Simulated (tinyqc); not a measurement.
Inside a calculation. Model: thermal displacements in the Debye model: Debye-Waller factors, bond-length spread and the Lindemann rule. Computed by tinyqc, a small Python program that keeps every step. Command: `OMP_NUM_THREADS=1 python tinyqc.py 3027939 3027940 out.jsonl debyewaller walk`. One thread of a shared host (Intel(R) Xeon(R) Processor @ 2.30GHz), about 0.01 s of CPU time with the checks. Intermediate numbers are printed to about 5 digits and carried at full precision; extremes and crossings named in words are read from the listed rows.

A Debye spectrum with three branches of one velocity, cut at k_B Theta; 2 atoms per cube, nearest neighbours at d = 0.866025 a.

Inputs (values chosen for the exercise, modelled on iron):

| quantity | value | unit |
|---|---|---|
| atomic mass M | 55.85 | u |
| Debye temperature Theta | 426 | K |
| lattice constant a | 2.866 | angstrom |
| temperature T | 300 | K |
| Lindemann ratio x_L | 0.11 | - |
| gamma-ray energy E | 6.2 | keV |
| photoelectron wave number k | 7.6 | 1/angstrom |

Structure: bcc.

reflection (h k l): 1  1  0

Constants: hbar^2/u = 4.18015928e-03 eV angstrom^2; k_B = 8.617333262e-05 eV/K; e = 1.602176634e-19 C; u = 1.6605390666e-27 kg; c = 299792458 m/s; hbar = 6.582119569e-16 eV s.

## Mean-square displacement

<u_x^2> = (3 hbar^2/(2 M k_B Theta)) int_0^1 s coth(s Theta/(2T)) ds (64 Gauss-Legendre points); it tends to 3 hbar^2/(4 M k_B Theta) at T = 0 and to 3 hbar^2 T/(M k_B Theta^2) at high T. B = 8 pi^2 <u_x^2>.

<u_x^2> = 0.0045440 angstrom^2

zero-point value = 0.0015291 angstrom^2

classical value = 0.0043074 angstrom^2

B factor = 0.35878 angstrom^2

The zero-point value is 33.7 % and the classical value 94.8 % of the full result; the two are limits, not parts that add.

## Loss of Bragg intensity

G = 2 pi sqrt(h^2 + k^2 + l^2)/a; the intensity is multiplied by exp(-2W), 2W = G^2 <u_x^2>; the loss goes into thermal diffuse scattering.

|G| = 3.1004 1/angstrom

2W = 0.043679

intensity factor exp(-2W) = 0.95726

## Recoil-free fraction

A nucleus of this mass is supposed to emit a gamma ray of the energy chosen: recoil energy E_R = E^2/(2 M c^2), wave number k_g = E/(hbar c), recoil-free fraction f = exp(-k_g^2 <u_x^2>).

recoil energy = 0.36945 meV

k_g = 3.1420 1/angstrom

recoil-free fraction f = 0.95613

E_R is 0.01 k_B Theta.

## Spread of the bond length

Correlated Debye model: sigma^2 = (3 hbar^2/(M k_B Theta)) int_0^1 s coth(s Theta/(2T)) [1 - sin(s q_D R)/(s q_D R)] ds for two atoms at distance R, q_D = (6 pi^2 n)^(1/3), n atoms per volume; uncorrelated motion would give 2 <u_x^2>. An EXAFS amplitude is damped by exp(-2 k^2 sigma^2).

sigma^2 of the nearest bond = 0.0056104 angstrom^2

correlation 1 - sigma^2/(2 <u_x^2>) = 0.38266

EXAFS damping = 0.52303

Neighbours move partly together, which removes 38 % of the uncorrelated spread.

## Lindemann melting temperature

Melting is placed where sqrt(3 <u_x^2>) = x_L d; the classical form gives T_m = M k_B Theta^2 (x_L d)^2/(9 hbar^2).

Lindemann T_m = 1727.6 K

classical T_m = 1730.5 K

ratio sqrt(3 <u_x^2>)/d at T = 0.047041

The rule is empirical: x_L is fitted within a family of like crystals, and T_m goes as its square.

## Displacements against temperature

The correlation is 1 - sigma^2/(2 <u_x^2>); exp(-2W) uses 2W = G^2 <u_x^2>.

Displacements (angstrom^2):

| T (K) | <u_x^2> | classical | sigma^2 at d | sigma^2 at 2d | exp(-2W) |
|---|---|---|---|---|---|
| 13 | 0.0015385 | 1.8666e-04 | 0.0025704 | 0.0029232 | 0.98532 |
| 43 | 0.0016316 | 6.1740e-04 | 0.0025913 | 0.0029818 | 0.98444 |
| 85 | 0.0019199 | 0.0012204 | 0.0027768 | 0.0033377 | 0.98171 |
| 150 | 0.0026020 | 0.0021537 | 0.0034329 | 0.0043541 | 0.97530 |
| 230 | 0.0036069 | 0.0033024 | 0.0045366 | 0.0059308 | 0.96592 |
| 340 | 0.0050914 | 0.0048818 | 0.0062465 | 0.0082996 | 0.95224 |
| 510 | 0.0074636 | 0.0073227 | 0.0090369 | 0.012112 | 0.93077 |
| 770 | 0.011149 | 0.011056 | 0.013415 | 0.018056 | 0.89837 |
| 940 | 0.013574 | 0.013497 | 0.016305 | 0.021969 | 0.87768 |

The classical line is within 5 % from T = 340 K (T/Theta = 0.80) on. The correlation of nearest neighbours grows from 0.16 to 0.40, since thermal motion weights long waves, which move neighbours together, more than zero-point motion does; at 2d it ends at 0.19. The reflection keeps 99 % of its intensity at the lowest T and 88 % at the highest.

Checks made by the program: high-temperature series <u^2> = classical x (1 + (Theta/T)^2/36) at T = 5 Theta (relative difference 4e-07).
